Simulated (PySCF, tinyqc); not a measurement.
Inside a calculation. Method: FCI on RHF in the sto-6g basis, frozen core, for BeH+, spin multiplicity 1. The lowest restricted solution is unstable here: a spin-polarised one lies 0.0095 hartree lower (PySCF). Computed by tinyqc, a small Python program that keeps every step (integrals from PySCF). Settings: charge = 1, multiplicity = 1, basis = sto-6g, method = RHF, frozen orbitals = 1, energy threshold = 1e-10, iteration cap = 79, orthogonalisation = symmetric, start = atomic densities, DIIS depth = 6, ci = FCI. Command: `OMP_NUM_THREADS=1 python tinyqc.py 31170 31171 out.jsonl` (the two numbers bound the seeds that draw the settings). One thread of a shared host (Intel(R) Xeon(R) Processor @ 2.60GHz), about 0.1 s of CPU time with the checks. The early iterations of the SCF are left out here.

## One-electron integrals

Geometry (angstrom):
```
atom         x         y         z
Be    0.000000  0.000000  0.000000
H     0.000000  0.000000  1.859000
```

Basis sto-6g: exponents (1/bohr^2) and contraction coefficients of normalised primitives:
```
element  l (shell)    exponent  coefficient
Be           s (1)  312.870494     0.009164
Be           s (1)   57.364463     0.049361
Be           s (1)   16.048509     0.168538
Be           s (1)    5.513096     0.370563
Be           s (1)    2.140897     0.416492
Be           s (1)    0.881739     0.130334
Be           s (2)   13.633247    -0.013253
Be           s (2)    2.698375    -0.046992
Be           s (2)    0.838653    -0.033785
Be           s (2)    0.322660     0.250242
Be           s (2)    0.140131     0.595117
Be           s (2)    0.064233     0.240706
Be           p (3)   13.633247     0.003760
Be           p (3)    2.698375     0.037679
Be           p (3)    0.838653     0.173897
Be           p (3)    0.322660     0.418036
Be           p (3)    0.140131     0.425860
Be           p (3)    0.064233     0.101708
H            s (1)   35.523221     0.009164
H            s (1)    6.513144     0.049361
H            s (1)    1.822143     0.168538
H            s (1)    0.625955     0.370563
H            s (1)    0.243077     0.416492
H            s (1)    0.100112     0.130334
```

Overlap, kinetic and nuclear-attraction integrals over the contracted functions; the nuclear repulsion is the sum of Za Zb / Rab.

nuclear repulsion = 1.13862767 hartree

overlap S, lower triangle:
```
           1Be 1s    1Be 2s   1Be 2px   1Be 2py   1Be 2pz     2H 1s
1Be 1s   1.000000
1Be 2s   0.254764  1.000000
1Be 2px  0.000000  0.000000  1.000000
1Be 2py  0.000000  0.000000  0.000000  1.000000
1Be 2pz  0.000000  0.000000  0.000000  0.000000  1.000000
2H 1s    0.022463  0.274486  0.000000  0.000000  0.356082  1.000000
```

kinetic energy T (hartree), lower triangle:
```
            1Be 1s    1Be 2s   1Be 2px   1Be 2py   1Be 2pz     2H 1s
1Be 1s    6.768753
1Be 2s   -0.207382  0.220121
1Be 2px   0.000000  0.000000  0.661265
1Be 2py   0.000000  0.000000  0.000000  0.661265
1Be 2pz   0.000000  0.000000  0.000000  0.000000  0.661265
2H 1s    -0.008296  0.013387  0.000000  0.000000  0.064581  0.768522
```

nuclear attraction V (hartree), lower triangle:
```
             1Be 1s     1Be 2s    1Be 2px    1Be 2py    1Be 2pz      2H 1s
1Be 1s   -14.999448
1Be 2s    -1.723254  -2.580745
1Be 2px    0.000000   0.000000  -2.558909
1Be 2py    0.000000   0.000000   0.000000  -2.558909
1Be 2pz   -0.009850  -0.094537   0.000000   0.000000  -2.624107
2H 1s     -0.164033  -0.623339   0.000000   0.000000  -0.794716  -2.377188
```

core Hamiltonian H = T + V (hartree), lower triangle:
```
            1Be 1s     1Be 2s    1Be 2px    1Be 2py    1Be 2pz      2H 1s
1Be 1s   -8.230695
1Be 2s   -1.930636  -2.360624
1Be 2px   0.000000   0.000000  -1.897643
1Be 2py   0.000000   0.000000   0.000000  -1.897643
1Be 2pz  -0.009850  -0.094537   0.000000   0.000000  -1.962842
2H 1s    -0.172329  -0.609952   0.000000   0.000000  -0.730135  -1.608665
```

## Two-electron integrals

Functions are numbered as in S; the eight-fold symmetry (ij|kl) = (ji|kl) = (kl|ij) leaves the list below.

Two-electron integrals (ij|kl) in chemists' order, unique and non-zero (hartree):
```
(11|11) 2.299996   (21|11) 0.361879   (21|21) 0.071926   (22|11) 0.570332
(22|21) 0.139654   (22|22) 0.417773   (31|31) 0.015252   (32|31) 0.022555
(32|32) 0.092340   (33|11) 0.570332   (33|21) 0.139654   (33|22) 0.417773
(33|33) 0.450117   (41|41) 0.015252   (42|41) 0.022555   (42|42) 0.092340
(43|43) 0.024258   (44|11) 0.570332   (44|21) 0.139654   (44|22) 0.417773
(44|33) 0.401601   (44|44) 0.450117   (51|51) 0.015252   (52|51) 0.022555
(52|52) 0.092340   (53|53) 0.024258   (54|54) 0.024258   (55|11) 0.570332
(55|21) 0.139654   (55|22) 0.417773   (55|33) 0.401601   (55|44) 0.401601
(55|55) 0.450117   (61|11) 0.032298   (61|21) 0.006259   (61|22) 0.012195
(61|33) 0.012094   (61|44) 0.012094   (61|51) 0.000627   (61|52) 0.001244
(61|55) 0.012397   (61|61) 0.000577   (62|11) 0.110138   (62|21) 0.027591
(62|22) 0.094118   (62|33) 0.090256   (62|44) 0.090256   (62|51) 0.003721
(62|52) 0.024787   (62|55) 0.101842   (62|61) 0.002688   (62|62) 0.036656
(63|31) 0.002188   (63|32) 0.010978   (63|53) 0.003890   (63|63) 0.002676
(64|41) 0.002188   (64|42) 0.010978   (64|54) 0.003890   (64|64) 0.002676
(65|11) 0.130342   (65|21) 0.032964   (65|22) 0.116824   (65|33) 0.110137
(65|44) 0.110137   (65|51) 0.005906   (65|52) 0.038380   (65|55) 0.130197
(65|61) 0.003325   (65|62) 0.051093   (65|65) 0.072524   (66|11) 0.284353
(66|21) 0.072386   (66|22) 0.276021   (66|33) 0.258120   (66|44) 0.258120
(66|51) 0.009702   (66|52) 0.087052   (66|55) 0.311823   (66|61) 0.007152
(66|62) 0.146850   (66|65) 0.214817   (66|66) 0.774999
```

## Orthogonalisation

S = U s U^T; symmetric (Loewdin) form X = U s^(-1/2) U^T, so that X^T S X = 1.

eigenvalues of S: 0.526496  0.803399  1.000000  1.000000  1.180595  1.489510

X, lower triangle:
```
            1Be 1s     1Be 2s   1Be 2px   1Be 2py    1Be 2pz     2H 1s
1Be 1s    1.026299
1Be 2s   -0.137699   1.061086
1Be 2px   0.000000   0.000000  1.000000
1Be 2py   0.000000   0.000000  0.000000  1.000000
1Be 2pz  -0.006090   0.044629  0.000000  0.000000   1.056070
2H 1s     0.018989  -0.162495  0.000000  0.000000  -0.205147  1.090089
```

## Iteration 9 (converged): orbitals

converged F (hartree), lower triangle:
```
            1Be 1s     1Be 2s    1Be 2px    1Be 2py    1Be 2pz      2H 1s
1Be 1s   -5.056312
1Be 2s   -1.356958  -0.813566
1Be 2px   0.000000   0.000000  -0.125624
1Be 2py   0.000000   0.000000   0.000000  -0.125624
1Be 2pz   0.015471  -0.092730   0.000000   0.000000  -0.226677
2H 1s    -0.120202  -0.355340   0.000000   0.000000  -0.309965  -0.405674
```

Diagonalise F' = X^T F X, C = X C', fill 2 alpha and 2 beta electrons from the bottom; D = 2 C_occ C_occ^T. Each column has its largest component positive (the first on a tie).

F' = X^T F X (hartree), lower triangle:
```
           1          2          3          4          5          6
1  -4.960917
2  -0.662130  -0.513821
3   0.000000   0.000000  -0.125624
4   0.000000   0.000000   0.000000  -0.125624
5   0.015008  -0.023774   0.000000   0.000000  -0.139378
6   0.021631  -0.236360   0.000000   0.000000  -0.236833  -0.253290
```

orbital energies (hartree): MO1 -5.057466, MO2 -0.642284, MO3 -0.252666, MO4 -0.125624, MO5 -0.125624, MO6 0.085009

coefficients C:
```
               MO1        MO2        MO3        MO4       MO5        MO6
1Be 1s    0.995738  -0.190488  -0.189575   0.000000  0.000000   0.094502
1Be 2s    0.016370   0.663234   0.732172   0.000000  0.000000  -0.443891
1Be 2px   0.000000   0.000000   0.000000  -0.183969  0.982932   0.000000
1Be 2py   0.000000   0.000000   0.000000   0.982932  0.183969   0.000000
1Be 2pz  -0.002429   0.253573  -0.581420   0.000000  0.000000  -0.870083
2H 1s    -0.001445   0.503797  -0.390637   0.000000  0.000000   0.922352
```

D after iteration 9, lower triangle:
```
            1Be 1s    1Be 2s   1Be 2px   1Be 2py   1Be 2pz     2H 1s
1Be 1s    2.055559
1Be 2s   -0.220077  0.880294
1Be 2px   0.000000  0.000000  0.000000
1Be 2py   0.000000  0.000000  0.000000  0.000000
1Be 2pz  -0.101442  0.336277  0.000000  0.000000  0.128611
2H 1s    -0.194812  0.668223  0.000000  0.000000  0.255506  0.507626
```

Within a degenerate level the vectors are fixed only up to a rotation; this is one choice.

## Convergence

Stop when the energy changes by less than 1e-10 hartree and every element of the error matrix X^T (F D S - S D F) X is below 3e-06.

Course of the cycle:
```
iteration   E (hartree)     change  largest element of the error matrix
1          -12.73381526          -                             1.15e-01
2          -14.71721055  -1.98e+00                             1.52e-01
3          -14.74700939  -2.98e-02                             7.64e-02
4          -14.76020509  -1.32e-02                             8.76e-03
5          -14.76044934  -2.44e-04                             4.01e-03
6          -14.76047522  -2.59e-05                             3.02e-04
7          -14.76047555  -3.33e-07                             2.77e-05
8          -14.76047556  -2.57e-09                             3.35e-07
9          -14.76047556  -2.65e-13                             1.22e-08
```

PySCF RHF in the same basis = -14.76047556 hartree

Converged in 9 iterations.

## Integrals over molecular orbitals

(pq|rs) = sum C_ip C_jq C_kr C_ls (ij|kl), one index at a time.

one-electron integrals over orbitals h = C^T H C (hartree), lower triangle:
```
           1          2          3          4          5          6
1  -8.223695
2   0.176420  -1.975658
3   0.197162  -0.084410  -1.864297
4   0.000000   0.000000   0.000000  -1.897643
5   0.000000   0.000000   0.000000   0.000000  -1.897643
6  -0.066348   0.242397  -0.097792   0.000000   0.000000  -1.661259
```

Two-electron integrals over orbitals (pq|rs), unique and non-zero (hartree); the lowest 1 orbital is frozen and left out:
```
(22|22) 0.451768    (32|22) -0.064933   (32|32) 0.065528    (33|22) 0.327403
(33|32) 0.032294    (33|33) 0.424131    (42|42) 0.045622    (43|42) 0.034940
(43|43) 0.048208    (44|22) 0.346648    (44|32) 0.042905    (44|33) 0.381028
(44|44) 0.450117    (52|52) 0.045622    (53|52) 0.034940    (53|53) 0.048208
(54|54) 0.024258    (55|22) 0.346648    (55|32) 0.042905    (55|33) 0.381028
(55|44) 0.401601    (55|55) 0.450117    (62|22) 0.018523    (62|32) -0.057116
(62|33) -0.007647   (62|44) -0.070401   (62|55) -0.070401   (62|62) 0.118162
(63|22) -0.057140   (63|32) 0.061575    (63|33) 0.049614    (63|44) 0.037992
(63|55) 0.037992    (63|62) -0.061487   (63|63) 0.078020    (64|42) -0.025062
(64|43) -0.007428   (64|64) 0.022227    (65|52) -0.025062   (65|53) -0.007428
(65|65) 0.022227    (66|22) 0.458103    (66|32) -0.068237   (66|33) 0.355643
(66|44) 0.350742    (66|55) 0.350742    (66|62) 0.042384    (66|63) -0.059321
(66|66) 0.493185
```

## FCI: determinants and Hamiltonian

one-electron integrals dressed by the frozen orbital, h + 2 (pq|11) - (p1|1q) (hartree), lower triangle:
```
           2          3          4          5          6
2  -1.094053
3   0.064933  -0.841943
4   0.000000   0.000000  -0.773298
5   0.000000   0.000000   0.000000  -0.773298
6  -0.018523   0.057164   0.000000   0.000000  -0.713035
```

energy of the frozen orbital, 2 h_11 + (11|11) = -14.16276639 hartree

Hartree-Fock energy = -14.76047556 hartree

Slater-Condon rules over spin orbitals, with the nuclear repulsion and the energy of the frozen orbital added and E(HF) subtracted on the diagonal. Only determinants linked to the reference directly or through others are kept (one block of an abelian symmetry group), so some states are absent.

Occupation strings over the orbitals (2 doubly, a alpha, b beta, 0 empty; spin orbitals ordered 1a 1b 2a 2b ...): 220000 2ab000 2a000b 2ba000 2b000a 202000 20a00b 200200 200020 20b00a 200002

H - E(HF) between determinants (hartree), lower triangle:
```
           220000     2ab000     2a000b     2ba000     2b000a     202000     20a00b    200200
220000   0.000000
2ab000   0.000000   0.127744
2a000b   0.000000   0.000024   0.387352
2ba000   0.000000  -0.065528   0.057116   0.127744
2b000a   0.000000   0.057116  -0.118162   0.000024   0.387352
202000   0.065528   0.097228   0.061575  -0.097228  -0.061575   0.476582
20a00b  -0.057116   0.061575  -0.003304   0.026170   0.061487   0.106777   0.537001
200200   0.045622   0.034940  -0.025062  -0.034940   0.025062   0.048208  -0.007428  0.639857
200020   0.045622   0.034940  -0.025062  -0.034940   0.025062   0.048208  -0.007428  0.024258
20b00a   0.057116   0.026170   0.061487   0.061575  -0.003304  -0.106777  -0.078020  0.007428
200002   0.118162  -0.061487   0.023861   0.061487  -0.023861   0.078020  -0.002157  0.022227

          200020    20b00a    200002
200020  0.639857
20b00a  0.007428  0.537001
200002  0.022227  0.002157  0.803452
```

## FCI: roots

Diagonalise (each vector has its largest component positive (the first on a tie)); all determinants have Ms = 0, so triplets appear too. The lowest singlet root is the correlation energy.

lowest roots of this matrix, relative to E(HF) (hartree): -0.042646  0.035061  0.101002  0.256815  0.351727  0.498512  0.552752  0.615599

lowest vectors:
```
           root 1     root 2     root 3     root 4
220000   0.961116   0.000000  -0.131857   0.000000
2ab000   0.046381   0.682939   0.614740   0.090781
2a000b   0.037266  -0.136188   0.140625   0.662446
2ba000  -0.046381   0.682939  -0.614740   0.090781
2b000a  -0.037266  -0.136188  -0.140625   0.662446
202000  -0.167547   0.000000  -0.393605   0.000000
20a00b   0.110425  -0.122665   0.042474  -0.230053
200200  -0.046740   0.000000  -0.024814   0.000000
200020  -0.046740   0.000000  -0.024814   0.000000
20b00a  -0.110425  -0.122665  -0.042474  -0.230053
200002  -0.111117   0.000000   0.165794   0.000000
```

<S^2> of these roots: 0.000000  2.000000  0.000000  2.000000  0.000000  2.000000  0.000000  0.000000

weight of the ground state by excitation level 0, 1, 2, ...: 0.923745  0.007080  0.069176
